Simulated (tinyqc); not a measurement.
Mass anisotropy: shallow donor in an anisotropic valley (effective-mass theory).

One valley: H = -c [(d2/dx2 + d2/dy2)/mt + (d2/dz2)/ml] - q/(eps r), c = hbar^2/2m0, q = e^2/(4 pi eps0). Trial function exp(-sqrt((x^2 + y^2)/a^2 + z^2/b^2)) with a > b: T = (c/3)(2/(mt a^2) + 1/(ml b^2)), V = -(q/eps) atan(u/b)/u, u = sqrt(a^2 - b^2). The central cell of the impurity is left out.

Constants: hbar^2/2m0 = 3.80998211 eV angstrom^2; e^2/(4 pi eps0) = 14.39964547 eV angstrom; Ry = 13.60569312 eV; a0 (Bohr radius) = 0.5291772105 angstrom.

Inputs chosen for the exercise (out of a larger set: near those of a group-V donor in Si; not measured data): mt = 0.197 m0 (transverse mass); eps = 11.6 (dielectric constant); xs = (1.5, 2.4, 3, 4.6, 12, 22, 33, 170) (ratios ml/mt).

mt and eps fixed, ml varied. Energies in units of Ry*(mt) = Ry mt/eps^2 and lengths in a*(mt) = a0 eps/mt; the last two columns use one mass, 3/(1/ml + 2/mt) or (ml mt^2)^(1/3).

Results:

| ml/mt | a/a* | b/a | binding | conductivity mass | density-of-states mass |
|---|---|---|---|---|---|
| 1.50 | 0.920 | 0.866 | 1.139 | 1.125 | 1.145 |
| 3.00 | 0.809 | 0.678 | 1.389 | 1.286 | 1.442 |
| 4.60 | 0.754 | 0.584 | 1.549 | 1.353 | 1.663 |
| 12.0 | 0.658 | 0.418 | 1.906 | 1.440 | 2.289 |
| 22.0 | 0.613 | 0.340 | 2.123 | 1.467 | 2.802 |
| 33.0 | 0.588 | 0.296 | 2.262 | 1.478 | 3.208 |
| 170 | 0.517 | 0.169 | 2.748 | 1.496 | 5.540 |

Give the missing row, ml/mt = 2.40.

Computed row:
```
ml/mt   a/a*    b/a  binding  conductivity mass  density-of-states mass
2.40   0.841  0.733    1.307              1.241                   1.339
```

The binding grows from 1.14 to 2.75 Ry*(mt); for ml going to infinity the exact problem becomes two-dimensional, with 4 Ry*. The conductivity mass saturates at 1.5 and underbinds, by 13 % at ml/mt = 4.6; the density-of-states mass errs by +7 % there and by +102 % in the last row. With these mt and eps one unit is 19.92 meV.

(tinyqc, `OMP_NUM_THREADS=1 python tinyqc.py 1251978 1251979 out.jsonl`, Intel(R) Xeon(R) Processor @ 2.30GHz, 1 thread, shared host, about 0.01 s.)
